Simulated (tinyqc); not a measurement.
Four methods from the same start: geometry relaxation of a small cluster. Computed by tinyqc, a small Python program. Command: `OMP_NUM_THREADS=1 python tinyqc.py 3001063 3001064 out.jsonl relax walk`. One thread of a shared host (Intel(R) Xeon(R) Processor @ 2.30GHz), about 0.02 s of CPU time with the checks.

E = sum_i {sum_j A exp(-p (r_ij/r0 - 1)) - xi sqrt(rho_i)}, rho_i = sum_j exp(-2 q (r_ij/r0 - 1)); the force on i is -sum_j w_ij (R_i - R_j)/r_ij with w_ij = -(2p/r0) A exp(-p (r_ij/r0 - 1)) + (xi q/r0) exp(-2 q (r_ij/r0 - 1)) (rho_i^(-1/2) + rho_j^(-1/2)).

Inputs (values chosen for the exercise, for model atoms):
```
quantity                 value           unit
length r0                 3.04       angstrom
repulsion A               0.15             eV
hopping xi                2.62             eV
decay p                   11.3              -
decay q                   2.24              -
step factor eta          0.015  angstrom^2/eV
largest number of steps    500              -
```

Potential: Gupta. Method: conjugate gradient.

starting positions (angstrom):
```
            x      y      z
atom 1  -0.03   0.08  -0.02
atom 2   2.77  -0.09   0.05
atom 3   2.76   2.78   0.04
atom 4      0   2.78   0.21
atom 5   1.61   1.17   1.95
atom 6   1.46   1.37  -2.16
```

Method:
- Conjugate gradient (Polak-Ribiere): d = F + beta d(old), beta = max(0, F.(F - F(old))/|F(old)|^2), d = F at first; step length from one secant, s = eta (F.d)/(F.d - F(R + eta d).d), replaced by eta if that is not positive; R(new) = R + s d.
- No atom moves more than 0.3 angstrom a step (the whole step is scaled). Stop when the largest force component is below 1e-5 eV/angstrom.
- Hessian at the final positions by central differences of the forces; six eigenvalues vanish (translations and rotations). Steepest descent is stable for eta below 2/lambda_max and contracts the softest mode by 1 - eta lambda_min a step.
- Steepest descent: R(new) = R + eta F.
- BFGS: R(new) = R + B F with the inverse Hessian B = eta 1 at first; with s = R(new) - R, y = F - F(new), rho = 1/(y.s): B(new) = (1 - rho s y^T) B (1 - rho y s^T) + rho s s^T, skipped if y.s is not positive.
- FIRE with unit mass: if F.v > 0, v = (1 - a) v + a |v| F/|F|, and after more than 5 such steps in a row dt = min(1.1 dt, 5 dt0), a = 0.99 a; else v = 0, a = 0.1, and dt = dt/2 (not at the first step). Then v = v + dt F, R(new) = R + dt v. dt0 = sqrt(eta), a = 0.1 at first.
- In this comparison each method may take up to 1500 steps.

contraction of the softest mode = 0.926297

non-zero eigenvalues (eV/angstrom^2): 4.9135  4.9135  5.1425  5.1425  5.1425  10.8153  10.8153  10.8153  18.2682  18.2682  18.2682  27.4882

condition number = 5.59443

Cost:
```
method              steps  force calls  final E (eV)  calls to reach 1e-2
steepest descent      146          147       -29.633                   59
conjugate gradient     14           29       -29.633                   15
BFGS                   28           29       -29.633                   17
FIRE                  111          112       -29.633                   43
```

In force calls the order is conjugate gradient (29), BFGS (29), FIRE (112), steepest descent (147). All that converged end at the same energy. Near the minimum steepest descent multiplies the slowest mode by 0.926 in size a step, 30 steps a decade of force, at a condition number of 5.6. It is the dearest here: the others use earlier steps to learn the curvature or to build momentum along soft directions.

Extremes, crossings and ranges named in words are read from the listed rows.
